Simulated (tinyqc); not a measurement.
Two electrons on one impurity (helium-like model): sweeps and comparisons. A value that a table varies takes the place of the one given here.

Units Ha* = 2 Ry m/eps^2 and a* = a0 eps/m. One electron is bound by Z^2/2. Two electrons in the singlet built from exp(-a r) and exp(-b r): S = 8 (ab)^(3/2)/(a + b)^3, h_aa = a^2/2 - Z a, h_bb alike, h_ab = S (ab/2 - Z (a + b)/2), J = ab (a^2 + 3ab + b^2)/(a + b)^3, K = 20 (ab)^3/(a + b)^5, E = (h_aa + h_bb + 2 S h_ab + J + K)/(1 + S^2). For a = b this is a^2 - 2 Z a + 5a/8. Real double donors are deeper, since the central cell is left out.

Constants: e^2/(4 pi eps0) = 14.39964547 eV angstrom.

Parameters, chosen for this exercise (near those of impurities in InP; shifted at random, so the results belong to these values and not to a real crystal): m = 0.079 m0 (one mean mass); eps = 12.3 (dielectric constant); Zs = (0.97, 1.04, 1.24, 1.55, 2.15, 2.47, 3.31) (charges); a_lat = 5.869 angstrom (lattice constant); Eg = 1.413 eV (gap); ED = 7.1 meV (donor binding); EA = 49.5 meV (acceptor binding); W0 = 14 x 1e7/s (rate at zero distance); kind = opposite (sublattices of donor and acceptor); shells = (1072, 1847, 1857, 1896, 2403, 6450, 10507) (shell numbers).

## Effective charge

Ha* = 14.2091 meV

Binding of the first electron, of the second (-E - Z^2/2) with equal and with unequal orbitals, and U, the first less the second (unequal).

Results (meV):
```
Z     first  second, equal  second, unequal   a/b     U  U/(Z Ha*)
0.97    6.7          -0.54             0.06  4.09   6.6      0.481
1.04    7.7          -0.16             0.39  3.32   7.3      0.494
1.24   10.9           1.30             1.78  2.55   9.1      0.519
1.55   17.1           4.69             5.12  2.11  11.9      0.543
2.15   32.8          15.13            15.53  1.78  17.3      0.567
2.47   43.3          22.80            23.18  1.69  20.2      0.575
3.31   77.8          49.83            50.20  1.54  27.6      0.588
```

Equal orbitals bind a second electron only above Z = (5/16)/(1 - 1/sqrt2) = 1.067; unequal ones do so in 7 of the 7 rows. Their gain is 0.60 meV in the first row and 0.37 in the last, while the second binding grows to 50 meV, so the gain decides the matter only near Z = 1. U grows almost linearly with Z: U/(Z Ha*) goes from 0.481 to 0.588, towards 5/8, while the first binding grows as Z^2. Angular correlation is left out: at Z = 1 this function binds the second electron by 0.0133 Ha*, half the exact 0.0278.

## Pair lines (donor-acceptor pair recombination)

h nu = Eg - ED - EA + q/(eps R), q = e^2/(4 pi eps0); shell j lies at R = a_lat sqrt(j/2) for the same sublattice and a_lat sqrt(j/2 - 5/16) for opposite ones (on the same sublattice shells 14, 30, 46, 56, 62, ... are empty, where 2j has the form 4^a (8b + 7)); rate W = W0 exp(-2R/aD) with the donor radius aD = q/(2 eps ED). Polarisation and overlap terms, which matter for close pairs, are left out.

Energy, rate and lifetime for each shell.

Lines:
```
shell  R (angstrom)  Coulomb (meV)  h nu (eV)  step to the next shell (meV)  1/W (microsecond)
1072         135.84            8.6     1.3650                        0.0040              0.193
1847         178.32            6.6     1.3630                        0.0018              0.540
1857         178.81            6.5     1.3629                        0.0018              0.547
1896         180.67            6.5     1.3629                        0.0017              0.572
2403         203.41            5.8     1.3622                        0.0012              0.993
6450         333.28            3.5     1.3599                       0.00027               23.2
10507        425.38            2.8     1.3592                       0.00013                216
```

limit for distant pairs = 1.3564 eV
aD = 82.4 angstrom

The lines crowd together, on average as R^-3: the step falls from 0.004 to 0.00013 meV, so distant pairs merge into a band. Close pairs emit higher and 1.12e+03 times faster over this table, so the band shifts to lower energy with delay and to higher energy with stronger pumping. All these lines lie below Eg, and R/aD runs from 1.6 up.

tinyqc: `OMP_NUM_THREADS=1 python tinyqc.py 1282453 1282454 out.jsonl`; about 0.05 s, one thread, shared Intel(R) Xeon(R) Processor @ 2.30GHz.
